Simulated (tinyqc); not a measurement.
Inverter chain driving a load.

N inverters, each f = Hc^(1/N) times larger than the one before: delay tau N (f + pp). Switched capacitance in units of the first input, with output capacitance pp times the input: Hc + (1 + pp)(Hc - 1)/(f - 1).

Parameters, values chosen for the exercise: load over the input capacitance of the chain Hc = 1800; parasitic delay of an inverter pp = 1.5; delay unit tau = 2.5 ps.

Results:
```
N	f	delay (ps)	switched capacitance
2	42.43	219.6	1909
4	6.514	80.14	2616
5	4.478	74.72	3093
6	3.488	74.82	3608
7	2.918	77.31	4145
8	2.552	81.04	4698
9	2.300	85.50	5260
```

Estimate the missing row, N = 3.

Computed row:
```
N	f	delay (ps)	switched capacitance
3	12.16	102.5	2203
```

With this row back in the table: The delay goes from 220 through a minimum of 74.7 (at N = 5 among the rows listed) to 85.5 ps. The best stage effort solves pp + rho (1 - ln rho) = 0, rho = 3.97, which gives N = ln Hc/ln rho = 5.44. One stage fewer than the best costs 7.2 % in delay and saves 15 % of the switched capacitance.

Program tinyqc, `OMP_NUM_THREADS=1 python tinyqc.py 2082041 2082042 out.jsonl`; Intel Xeon 2.30GHz, shared host, one thread, about 0.01 s.
